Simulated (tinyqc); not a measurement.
# Low-temperature mobility of a two-dimensional electron gas with static screening, step by step

A worked calculation. Computed by tinyqc, a small Python program that keeps every step. Command: `OMP_NUM_THREADS=1 python tinyqc.py 3002623 3002624 out.jsonl twodeg walk`. One thread of a shared host (Intel(R) Xeon(R) Processor @ 2.30GHz), about 0.01 s of CPU time with the checks. Intermediate numbers are printed to about 6 digits and carried at full precision; extremes and crossings named in words are read from the listed rows.

One subband is filled, the gas is degenerate and scatters at the Fermi circle; one permittivity serves on both sides of the interface. All formulas are in SI units, masses times m_0. Piezoelectric and polar phonons are left out, and n_s is taken as set by a gate, independent of N_i.

Inputs (values chosen for the exercise, modelled on a silicon inversion layer):

| quantity | value | unit |
|---|---|---|
| in-plane mass m | 0.194 | m_0 |
| mass across the layer m_z | 0.903 | m_0 |
| permittivity eps | 11.8 | - |
| valley degeneracy g_v | 2 | - |
| sheet density n_s | 1.2e+13 | 1/cm^2 |
| depletion charge N_d | 6e+11 | 1/cm^2 |
| roughness height Delta | 0.74 | nm |
| correlation length Lambda | 1.5 | nm |
| remote charge density N_i | 3.6e+10 | 1/cm^2 |
| distance d of the charges from the interface | 1.7 | nm |
| density rho | 2329 | kg/m^3 |
| sound velocity v_l | 8980 | m/s |
| deformation potential D_A | 12 | eV |
| temperature T | 20 | K |

Wave function: Fang-Howard. Roughness spectrum: Gaussian.

Constants: m_0 = 9.1093837015e-31 kg; e = 1.602176634e-19 C; eps_0 = 8.8541878128e-12 F/m; hbar = 1.054571817e-34 J s; k_B = 1.380649e-23 J/K.

## Fermi circle, screening and layer thickness

k_F = sqrt(2 pi n_s/g_v); E_F = hbar^2 k_F^2/(2 m); q_TF = g_v m e^2/(2 pi eps eps_0 hbar^2); Fang-Howard parameter b = [12 m_z e^2 (N_d + 11 n_s/32)/(eps eps_0 hbar^2)]^(1/3), mean depth 3/b; effective field F = e (N_d + n_s/2)/(eps eps_0).

k_F = 0.613996 1/nm

E_F = 74.0376 meV

q_TF = 1.24274 1/nm

b = 2.17603 1/nm

mean depth = 1.37865 nm

effective field F = 1.01210 MV/cm

q_TF/(2 k_F) = 1.01: screening is strong for back-scattering.

## The integrands at a few angles

Form factors with u = q/b: screening G(q) = [1 + 9u/8 + 3u^2/8]/(1 + u)^3, remote charge P(q) = exp(-q d)/(1 + u)^3. Dielectric function eps(q) = 1 + q_TF G(q)/q, with q = 2 k_F sin(theta/2). Roughness: <|U|^2> = (e F)^2 S(q), S = pi Delta^2 Lambda^2 exp(-q^2 Lambda^2/4). Remote charges: <|U|^2> = N_i [e^2 P(q)/(2 eps eps_0 q)]^2. The last two columns are (m/(pi hbar^3)) <|U|^2>/eps(q)^2.

Integrands (1e9/(s rad)):

| theta (degrees) | q (1/nm) | G | eps(q) | roughness | remote charges |
|---|---|---|---|---|---|
| 5 | 0.05356 | 0.955601 | 23.1707 | 90.8 | 1.21856e+02 |
| 15 | 0.16029 | 0.876578 | 7.7964 | 791.6 | 6.31668e+01 |
| 30 | 0.31783 | 0.778797 | 4.0452 | 2818.6 | 2.36120e+01 |
| 60 | 0.61400 | 0.639192 | 2.2937 | 7505.8 | 3.66634e+00 |
| 90 | 0.86832 | 0.550927 | 1.7885 | 9986.6 | 7.52423e-01 |
| 135 | 1.13452 | 0.479503 | 1.5252 | 10173.4 | 1.48252e-01 |
| 180 | 1.22799 | 0.458268 | 1.4638 | 9755.5 | 8.46020e-02 |

## Interface roughness

1/tau_t = (m/(pi hbar^3)) int_0^pi (1 - cos theta) <|U|^2>/eps(q)^2 dtheta; the quantum rate 1/tau_q drops the factor (1 - cos theta); 200 Gauss-Legendre points in s with theta = pi s^2, s from 0 to 1; mu = e tau_t/m.

tau_t, roughness = 0.0329366 ps

tau_q, roughness = 0.0419768 ps

roughness mobility = 298.606 cm^2/(V s)

tau_t/tau_q, roughness = 0.784639

k_F Lambda = 0.92: the roughness is short against the Fermi wavelength and scatters through large angles.

## Remote charges

The formulas are those given above.

tau_t, charges = 286.464 ps

tau_q, charges = 21.9835 ps

remote-charge mobility = 2.59711e+06 cm^2/(V s)

tau_t/tau_q, charges = 13.0309

With D = d + 3/b = 3.08 nm, k_F D = 1.89 and q_TF D = 3.83. When both are large, only small angles survive the factor exp(-2 q D) and tau_t/tau_q tends to (2 k_F D)^2, here 14.3, close to the computed ratio.

## Acoustic phonons

Unscreened deformation potential in equipartition: 1/tau = m D_A^2 k_B T I/(rho v_l^2 hbar^3), I = int |psi|^4 dz = 3 b/16 for the Fang-Howard function (used for both wave-function options); mu = e tau/m. Bloch-Grueneisen temperature T_BG = 2 hbar v_l k_F/k_B.

acoustic mobility = 27134.1 cm^2/(V s)

T_BG = 84.2296 K

Caution: T is below the Bloch-Grueneisen temperature T_BG, so equipartition fails: the acoustic mobility is only a lower bound and the acoustic share of 1/mu is overstated.

## All together

At the Fermi circle the rates add, so 1/mu is the sum; sheet resistance 1/(n_s e mu); mean free path hbar k_F mu/e; the quantum time adds the rates 1/tau_q, with the isotropic acoustic rate e/(m mu).

Mobilities:

| process | mu (cm^2/(V s)) | share of 1/mu (%) |
|---|---|---|
| roughness | 298.606 | 98.9002 |
| remote charges | 2.59711e+06 | 0.0113712 |
| acoustic phonons | 27134.1 | 1.08838 |

mobility mu = 295.322 cm^2/(V s)

sheet resistance = 1761.21 ohm

mean free path = 11.9351 nm

Dingle ratio tau_t/tau_q = 0.788376

The largest single share of 1/mu (99 %) belongs to roughness: the field presses the gas against the interface, and the rate goes as F^2. The Dingle ratio of 0.788 marks mostly large-angle scattering.

Checks made by the program: angular integral against adaptive quadrature (relative difference below 1e-10).
